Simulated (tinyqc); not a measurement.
# Capacitance measurement on a leaky thin oxide: effects of series resistance and leakage: effects of single changes

The device is a capacitance C in parallel with a leakage conductance G, in series with Rs and Ls. An impedance meter reports either a parallel pair (Cp, Gp) from Y = 1/Z = Gp + i w Cp or a series pair (Cs, Rm) from Z = Rm + 1/(i w Cs); w = 2 pi f, dissipation D = Gp/(w |Cp|).

Inputs (values chosen for the exercise); values of the order met in thin-oxide MOS capacitors: relative permittivity of the gate insulator (close to silicon nitride) eox = 7.56; insulator thickness tox = 5.4 nm; gate area A = 400 um^2; oxide-equivalent thickness added by the accumulation layer zc = 0.35 nm; oxide-equivalent thickness added by gate depletion zp = 0 nm; gate leakage current density, not matched to the thickness Jg = 0.39 A/cm^2; voltage for an e-fold rise of the leakage Vs = 0.41 V; series resistance Rs = 330 ohm; series inductance Ls = 31 nH; measuring frequency f = 1e5 Hz.

Constants: eps0 = 8.8541878128e-14 F/cm where lengths are in cm. Results are converted to the units shown.

Each table varies one quantity; the others keep the values above.

## Readings against frequency

EOT = 3.9 tox/eox; CET = EOT + zc + zp; C = 3.9 eps0 A/CET; G = Jg A/Vs. Z = Rs + i w Ls + 1/(G + i w C); CET read from Cp = 3.9 eps0 A/Cp; errors under 0.001 % are printed as 0.

The same in every row: C (pF) = 4.405.

Readings against frequency:
```
f (Hz),Cp (pF),Cs (pF),D,error of Cp (%),error of Cs (%),CET read from Cp (nm)
1000,4.394,8.325e4,137.6,-0.251,1.89e6,3.144
3000,4.394,9254,45.88,-0.251,2.10e5,3.144
10000,4.394,836.9,13.76,-0.251,1.89e4,3.144
30000,4.394,96.91,4.589,-0.251,2100,3.144
1e5,4.394,12.73,1.377,-0.251,189,3.144
3e5,4.394,5.330,0.4616,-0.251,21.0,3.144
1e6,4.394,4.488,0.1468,-0.258,1.89,3.144
3e6,4.391,4.414,0.07329,-0.320,0.215,3.146
1e7,4.360,4.408,0.1052,-1.02,0.0729,3.168
3e7,4.105,4.426,0.2799,-6.81,0.490,3.365
```

D goes from 138 through a minimum of 0.0733 (at f = 3e6 Hz among the rows listed) to 0.280; without inductance its minimum lies at f = sqrt(G (1 + G Rs)/Rs)/(2 pi C) = 3.88e6 Hz. The error of Cp goes from -0.251 to -6.81 % and that of Cs from 1.89e6 to 0.490 %; at low frequency Cp tends to C/(1 + G Rs)^2 and Cs grows as 1 + (G/(w C))^2. One of the two readings is within 2 % of C for f = 1000, 3000, 10000, 30000, 1e5, 3e5, 1e6, 3e6, 1e7, 3e7 Hz. For f = 1000, 3000, 10000, 30000, 1e5 D exceeds 1, where the accuracy of real meters degrades in proportion to sqrt(1 + D^2).

## Effect of the gate leakage current density, not matched to the thickness

Same model as above.

The same in every row: C (pF) = 4.4049.

Effect of the gate leakage current density, not matched to the thickness:
```
Jg (A/cm^2),Cp (pF),Cs (pF),D,error of Cp (%),error of Cs (%),CET read from Cp (nm)
1e-5,4.4049,4.4049,9.4859e-4,0,0,3.1357
0.0001,4.4049,4.4049,0.0012658,0,0,3.1357
0.001,4.4049,4.4050,0.0044384,0,1.25e-3,3.1357
0.02,4.4043,4.4268,0.071418,-0.0130,0.497,3.1361
0.2,4.3992,6.5943,0.70637,-0.129,49.7,3.1398
2,4.3487,223.34,7.0963,-1.28,4970,3.1762
30,3.6609,49295,116.03,-16.9,1.12e6,3.7730
300,1.0711,5.2421e6,2212.3,-75.7,1.19e8,12.896
```

What does the table show?

As Jg goes from 1e-5 to 300, the error of Cp goes from 0 to -75.7 %, that of Cs from 0 to 1.19e8 %, and D rises from 9.49e-4 to 2210. The CET read from Cp goes from 3.14 to 12.9 nm against the true 3.14 nm. For Jg = 2, 30, 300 D exceeds 1, where the accuracy of real meters degrades in proportion to sqrt(1 + D^2).

Program tinyqc, `OMP_NUM_THREADS=1 python tinyqc.py 2022059 2022060 out.jsonl`; Intel Xeon 2.30GHz, shared host, one thread, about 0.01 s.
